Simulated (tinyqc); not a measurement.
Worked calculation: Pariser-Parr-Pople SCF with singles CI, for the molecule Fc1cnc2nc[nH]c2n1 (SMILES; centres numbered as the heavy atoms are written). Computed by tinyqc, a small Python program that keeps every step. Settings: charge = 0, gamma = Ohno, start = huckel, damping = 0, iteration cap = 77, excitations kept = 6. Command: `OMP_NUM_THREADS=1 python tinyqc.py 28397 28398 out.jsonl` (the two numbers bound the seeds that draw the settings). One thread of a shared host (Intel(R) Xeon(R) Processor @ 2.60GHz), about 0.01 s of CPU time with the checks. Later iterations appear only in the table of the cycle.

## PPP integrals

Centres (angstrom, eV; a flat drawing with bonds scaled to 1.40 angstrom):
```
centre          x          y  core charge z          W   gamma_rr
1F      -3.206000   0.690000              2  39.000000  21.400000
2C      -1.887000   0.221000              1  11.160000  11.130000
3C      -1.633000  -1.155000              1  11.160000  11.130000
4N      -0.314000  -1.624000              1  14.100000  12.300000
5C       0.752000  -0.715000              1  11.160000  11.130000
6N       2.140000  -0.899000              1  14.100000  12.300000
7C       2.743000   0.364000              1  11.160000  11.130000
8N       1.729000   1.328000              2  25.600000  16.800000
9C       0.498000   0.661000              1  11.160000  11.130000
10N     -0.822000   1.130000              1  14.100000  12.300000
```

Resonance integrals (eV):
```
i    j       beta
1    2  -2.010000
2    3  -2.290000
3    4  -2.400000
4    5  -2.400000
5    6  -2.400000
6    7  -2.400000
7    8  -2.150000
8    9  -2.150000
9   10  -2.400000
10   2  -2.400000
9    5  -2.290000
```

Ohno: gamma = 14.399645/sqrt(R^2 + a^2), a = 2 x 14.399645/(gamma_rr + gamma_ss); H_rr = -W_r - sum_(s != r) z_s gamma_rs; H_rs = beta for bonds.

repulsion gamma_rs (eV), lower triangle:
```
            1F         2C         3C         4N         5C         6N         7C         8N
1F   21.400000
2C    8.693586  11.130000
3C    5.578854   7.556054  11.130000
4N    3.788257   5.297283   7.729507  12.300000
5C    3.354786   4.668361   5.238603   7.726263  11.130000
6N    2.552112   3.305074   3.621260   5.117245   7.728752  12.300000
7C    2.390640   2.994007   2.994047   3.741969   5.521135   7.730558  11.130000
8N    2.861128   3.673651   3.344998   3.866796   5.786961   5.826479   8.285093  16.800000
9C    3.780979   5.238603   4.668704   5.296490   7.556054   5.587891   5.521171   8.281313
10N   5.601932   7.728634   5.297071   4.744040   5.296156   3.813110   3.742147   5.248831

            9C        10N
9C   11.130000
10N   7.726570  12.300000
```

core matrix H (eV), lower triangle:
```
             1F          2C          3C          4N          5C          6N          7C          8N
1F   -80.463402
2C    -2.010000  -72.682491
3C     0.000000   -2.290000  -66.112951
4N     0.000000    0.000000   -2.400000  -69.062901
5C     0.000000    0.000000    0.000000   -2.400000  -73.178817
6N     0.000000    0.000000    0.000000    0.000000   -2.400000  -67.761072
7C     0.000000    0.000000    0.000000    0.000000    0.000000   -2.400000  -64.756500
8N     0.000000    0.000000    0.000000    0.000000    0.000000    0.000000   -2.150000  -75.636378
9C     0.000000    0.000000    0.000000    0.000000   -2.290000    0.000000    0.000000   -2.150000
10N    0.000000   -2.400000    0.000000    0.000000    0.000000    0.000000    0.000000    0.000000

             9C         10N
9C   -76.880068
10N   -2.400000  -74.149253
```

## Starting guess

pi electrons, sum of z_r less the charge = 12

Orbitals of the Hueckel matrix of the beta values.

P at the start, lower triangle:
```
            1F         2C         3C         4N         5C         6N         7C         8N
1F    1.685720
2C    0.537349   1.030531
3C   -0.211524   0.506461   1.124559
4N   -0.088559  -0.031629   0.744807   1.022570
5C    0.185034  -0.185149  -0.132169   0.547219   1.145443
6N   -0.045594   0.090502  -0.150582  -0.071815   0.540927   1.235356
7C   -0.109239   0.094528   0.146707  -0.156874  -0.168994   0.689096   1.132220
8N    0.139268  -0.140287   0.093659   0.055287  -0.175495  -0.303774   0.617155   1.315674
9C   -0.021913  -0.054422  -0.234413   0.065523   0.490890  -0.196080  -0.155643   0.562639
10N  -0.346892   0.615445   0.055803  -0.315190  -0.021910   0.091244  -0.083668  -0.170075

           9C       10N
9C   1.094543
10N  0.555130  1.213386
```

## Iteration 1: Fock matrix

F_rr = H_rr + P_rr gamma_rr / 2 + sum_(s != r) P_ss gamma_rs; F_rs = H_rs - P_rs gamma_rs / 2; E = tr P (H + F) / 2 + core repulsion sum_(r<s) z_r z_s gamma_rs.

F (eV), lower triangle:
```
             1F         2C         3C         4N         5C         6N         7C         8N
1F   -18.917412
2C    -4.345744  -5.613395
3C     0.590030  -4.203423  -4.957293
4N     0.167743   0.083775  -5.278496  -6.187492
5C    -0.310375   0.432170   0.346191  -4.513977  -4.437195
6N     0.058180  -0.149557   0.272648   0.183749  -4.490344  -7.136209
7C     0.130575  -0.141508  -0.219624   0.293509   0.466520  -5.063547  -6.788484
8N    -0.199231   0.257683  -0.156645  -0.106893   0.507791   0.884967  -4.706593  -9.620070
9C     0.041427   0.142548   0.547203  -0.173520  -4.144595   0.547836   0.429665  -4.479695
10N    0.971633  -4.778275  -0.147797   0.747636   0.058019  -0.173961   0.156549   0.446348

            9C        10N
9C   -6.270405
10N  -4.544627  -8.094334
```

pi energy = -207.008415 eV

## Iteration 1: orbitals and new P

Diagonalise F (the basis is taken as orthonormal) and form P = 2 sum c c over the lowest orbitals.

orbital energies (eV): -20.268925  -16.036982  -13.612683  -12.772471  -10.483823  -9.883405  -1.056546  0.678600  1.438733  3.975211

P after iteration 1, lower triangle:
```
            1F         2C         3C         4N         5C         6N         7C         8N
1F    1.915819
2C    0.302827   0.896045
3C   -0.130270   0.554761   0.987834
4N   -0.040214   0.041850   0.743492   1.091575
5C    0.092770  -0.258915  -0.084634   0.545809   0.975232
6N   -0.005789   0.031465  -0.147928  -0.032885   0.530475   1.262270
7C   -0.057326   0.157131   0.112874  -0.162265  -0.140140   0.710171   1.079014
8N    0.041998  -0.110948   0.091671   0.052375  -0.177808  -0.313005   0.589037   1.462793
9C    0.020087  -0.107194  -0.267137   0.089055   0.534740  -0.128457  -0.223761   0.512790
10N  -0.192069   0.686630   0.028100  -0.315392   0.008170   0.083703  -0.075457  -0.145246

           9C       10N
9C   1.067291
10N  0.537414  1.262126
```

## Iteration 2: Fock matrix

As before.

F (eV), lower triangle:
```
             1F         2C         3C         4N         5C         6N         7C         8N
1F   -18.164470
2C    -3.326327  -5.119527
3C     0.363379  -4.385903  -5.247714
4N     0.076170  -0.110846  -5.273413  -7.381346
5C    -0.155612   0.604355   0.221682  -4.508533  -4.605551
6N     0.007387  -0.051997   0.267842   0.084141  -4.449956  -7.805997
7C     0.068523  -0.235226  -0.168975   0.303595   0.386865  -5.145010  -6.569151
8N    -0.060081   0.203793  -0.153320  -0.101262   0.514483   0.911859  -4.590114  -9.649345
9C    -0.037974   0.280772   0.623592  -0.235840  -4.310263   0.358902   0.617712  -4.273286
10N    0.537979  -5.053355  -0.074424   0.748116  -0.021636  -0.159585   0.141186   0.381185

            9C        10N
9C   -6.363966
10N  -4.476185  -8.378142
```

pi energy = -209.634622 eV

## Iteration 2: orbitals and new P

As before.

orbital energies (eV): -19.081653  -16.154508  -13.866646  -13.258752  -10.866972  -10.235950  -1.278499  0.582085  1.366503  3.509183

P after iteration 2, lower triangle:
```
            1F         2C         3C         4N         5C         6N         7C         8N
1F    1.952137
2C    0.232458   0.861773
3C   -0.099347   0.557753   0.940385
4N   -0.027087   0.049335   0.739013   1.151163
5C    0.066963  -0.269696  -0.090185   0.541681   0.926987
6N   -0.002027   0.021300  -0.136501  -0.035585   0.515471   1.300939
7C   -0.041299   0.160306   0.117006  -0.158415  -0.133489   0.711805   1.033990
8N    0.024798  -0.093591   0.085953   0.047215  -0.174859  -0.310053   0.591881   1.492608
9C    0.022543  -0.125857  -0.282398   0.093272   0.548983  -0.119233  -0.227073   0.492306
10N  -0.146553   0.699891   0.041881  -0.311661   0.020271   0.079704  -0.079272  -0.137656

           9C       10N
9C   1.063964
10N  0.530647  1.276053
```

## Convergence

Stop when output and input P, before any damping, agree to 1e-7.

Course of the cycle:
```
iteration         E (eV)  largest |P(out) - P(in)|
1          -207.00841480                  2.35e-01
2          -209.63462214                  7.04e-02
3          -209.86451510                  2.56e-02
4          -209.89986314                  1.31e-02
5          -209.90742150                  7.35e-03
6          -209.90958319                  4.30e-03
7          -209.91033096                  2.60e-03
8          -209.91061565                  1.61e-03
9          -209.91072890                  1.01e-03
10         -209.91077489                  6.43e-04
11         -209.91079376                  4.10e-04
...                  ...                       ...
20         -209.91080704                  7.79e-06
21         -209.91080705                  5.02e-06
22         -209.91080705                  3.24e-06
23         -209.91080705                  2.09e-06
24         -209.91080705                  1.35e-06
25         -209.91080705                  8.68e-07
26         -209.91080705                  5.60e-07
27         -209.91080705                  3.61e-07
28         -209.91080705                  2.33e-07
29         -209.91080705                  1.50e-07
30         -209.91080705                  9.67e-08
```

Converged in 30 iterations.

## Converged orbitals

Charges are z - P_rr.

orbital energies (eV): -18.789478  -16.166693  -13.952974  -13.268873  -10.955386  -10.299415  -1.313847  0.541504  1.323681  3.486182

coefficients:
```
          MO1        MO2        MO3        MO4        MO5        MO6        MO7        MO8
1F   0.949740  -0.154193   0.182862   0.064282  -0.037923   0.137679   0.066889   0.056845
2C   0.266957   0.140050  -0.338843  -0.140584   0.116687  -0.443966  -0.346287  -0.336628
3C   0.084230   0.153301  -0.384545   0.236161  -0.259358  -0.383904  -0.357317   0.466228
4N   0.042050   0.257940  -0.376438   0.499157  -0.366618   0.093705   0.483349  -0.161517
5C   0.023834   0.348000  -0.091159   0.303987   0.131155   0.442424  -0.162529  -0.247354
6N   0.011299   0.338169   0.266420   0.407621   0.558891  -0.095009  -0.232468  -0.115136
7C   0.009924   0.345061   0.429938   0.116594   0.063073  -0.412449   0.395402   0.383613
8N   0.020323   0.451769   0.391730  -0.281815  -0.553846  -0.112743  -0.132483  -0.402170
9C   0.048849   0.451703  -0.069747  -0.307840  -0.034215   0.482167  -0.222300   0.500356
10N  0.119466   0.322361  -0.373782  -0.474165   0.376583  -0.087750   0.458848  -0.079357

           MO9       MO10
1F   -0.077441   0.050516
2C    0.465616  -0.337324
3C   -0.266382   0.367567
4N   -0.065807  -0.365517
5C    0.402850   0.561054
6N   -0.450543  -0.238132
7C    0.447884   0.064804
8N   -0.230561   0.103499
9C    0.071576  -0.394203
10N  -0.278848   0.270474
```

pi charges: 1F 0.032509, 2C 0.127638, 3C 0.102217, 4N -0.204706, 5C 0.129340, 6N -0.346013, 7C 0.016602, 8N 0.486325, 9C -0.079416, 10N -0.264497

## Singles CI, singlets

Over the 6 single excitations with the smallest orbital gaps: A = (e_a - e_i) delta + 2 (ia|jb) - (ij|ab), with (pq|rs) = sum c_mp c_mq gamma_mn c_nr c_ns. f = 2/3 w |mu|^2 in atomic units, mu = sqrt2 sum c_ia sum_m c_mi c_ma R_m.

singlet CI matrix (eV), lower triangle:
```
           6>7        5>7        6>8        5>8       6>9       4>7
6>7   4.706798
5>7  -0.071213   5.177238
6>8   0.023162   0.795692   6.050176
5>8  -0.800950   0.110399   0.128420   6.755594
6>9   0.062730  -0.441311   0.026347  -0.052325  6.760597
4>7  -0.018619  -0.161170  -0.347066  -0.242523  0.318672  6.924439
```

singlet excitation energies (eV): 4.414937  4.638003  6.290790  6.583215  6.904579  7.543317

oscillator strengths: 0.453088  0.055841  0.359500  0.155463  0.826234  0.997200

## Singles CI, triplets

Over the 6 single excitations with the smallest orbital gaps: A = (e_a - e_i) delta - (ij|ab), with (pq|rs) = sum c_mp c_mq gamma_mn c_nr c_ns.

triplet CI matrix (eV), lower triangle:
```
           6>7        5>7        6>8        5>8       6>9       4>7
6>7   2.964417
5>7   0.000027   3.797365
6>8   0.123770   0.077967   4.540529
5>8   0.077967  -0.231344  -0.173992   5.184618
6>9   0.237860  -0.058834   0.181680   0.020238  5.563837
4>7  -0.098642   0.571178   0.002627  -0.712244  0.215256  5.683422
```

triplet excitation energies (eV): 2.928172  3.624367  4.430141  4.774878  5.604271  6.372358
